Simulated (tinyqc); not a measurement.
Inside a calculation: Lorentz oscillators and the Kramers-Kronig relations. Values are carried at full precision from step to step, so a last printed digit may differ when a step is redone from the rounded ones.

eps(E) = 1 + sum_j S_j/(E0_j^2 - E^2 - i G_j E).

Constants: hbar c = 1973.269805 eV angstrom; hbar^2/2m0 = 3.80998211 eV angstrom^2; e^2/(4 pi eps0) = 14.39964547 eV angstrom.

Values chosen for the exercise:
- E0 = (2.2, 4.36) eV (resonances)
- G = (0.31, 0.8) eV (widths)
- S = (16.5, 81.4) eV^2 (strengths)
- E = 4.4 eV (photon energy)
- h = 0.25 eV (grid step)
- M = 40 (grid points E_j = j h)
- i = 15 (grid index at which eps1 is wanted)

## Dielectric function at one energy

Evaluate each oscillator and the sum.

terms: -1.1264+0.1058i  -2.2794+22.8981i

eps(E) = -2.4058+23.0039i
eps(0) = 8.6911

## Optical constants

n + i k = sqrt(eps1 + i eps2) with k >= 0; R = ((n - 1)^2 + k^2)/((n + 1)^2 + k^2) at normal incidence from vacuum; alpha = 2 E k/(hbar c), times 1e8 for 1/cm; loss function Im(-1/eps) = eps2/(eps1^2 + eps2^2).

Convert eps at the photon energy E into the optical constants.

n = 3.2190
k = 3.5732
R = 0.5788
alpha = 1.59e+06 1/cm
loss function = 0.0430
vacuum wavelength hc/E (hc = 1239.841984 eV nm) = 281.8 nm

The intensity falls to 1/e within 6.28 nm. eps1 is negative, so k exceeds n, as in a metal below its plasma energy; R is 0.58.

## Absorptive part on the grid

Tabulate eps2 at E_j = j h.

eps2(E_j), j = 1 .. M: 0.1014  0.2137  0.3524  0.5450  0.8535  1.4540  3.0364  9.9569  22.2119  5.9157  3.0463  2.6884  3.2018  4.5768  7.5172  13.6603  22.3403  20.3078  11.5064  6.3380  3.8173  2.5015  1.7493  1.2850  0.9801  0.7700  0.6194  0.5081  0.4234  0.3577  0.3057  0.2639  0.2298  0.2017  0.1782  0.1584  0.1416  0.1272  0.1147  0.1040

## eps1 at one grid point

Kramers-Kronig: eps1(E) = 1 + (2/pi) P integral_0^infinity E1 eps2(E1)/(E1^2 - E^2) dE1. Maclaurin rule on the grid E_j = j h, j = 1 .. M: eps1(E_i) = 1 + (4 h/pi) sum over j with j - i odd of E_j eps2(E_j)/(E_j^2 - E_i^2); nothing is added above E_M.

List the terms E_j eps2_j/(E_j^2 - E_i^2) for j - i odd, add them and form eps1.

terms in order of j (1/eV): -0.0077  -0.0417  -0.1846  -1.9790  -1.8930  -1.5931  -8.8380  28.2018  14.7693  2.8974  0.8499  0.3514  0.1776  0.1018  0.0636  0.0423  0.0295  0.0213  0.0159  0.0121

sum = 32.997 1/eV
eps1(E_i) = 11.503

The oscillator formula gives 11.269 at E_i = 3.75 eV. The rule samples every 2h = 0.5 eV against a narrowest width of 0.31 eV and stops at 10 eV; coarse sampling and the missing tail make the difference.

## The f-sum on the grid

W(E_M) = (2/pi) h sum_j E_j eps2_j, with half weight on the last point; the full integral equals sum S_j = (hbar omega_p)^2, and the electron density follows from (hbar omega_p)^2 = 8 pi c (e^2/(4 pi eps0)) N with c = hbar^2/2m0.

W(E_M) = 92.94 eV^2
sum S = 97.90 eV^2
share reached on this grid (a step near the line widths can inflate it) = 0.949
hbar omega_p = 9.894 eV
N = 7.10e+22 1/cm^3

## Checks

- The value of eps1 at 4.417 eV from a fine, long grid (with the tail of eps2 ~ 1/E^3 added) against the oscillator formula: both -3.34.

Run: tinyqc, `OMP_NUM_THREADS=1 python tinyqc.py 1651789 1651790 out.jsonl`; Intel(R) Xeon(R) Processor @ 2.30GHz, one thread, shared host; about 0.2 s of CPU time with all checks.
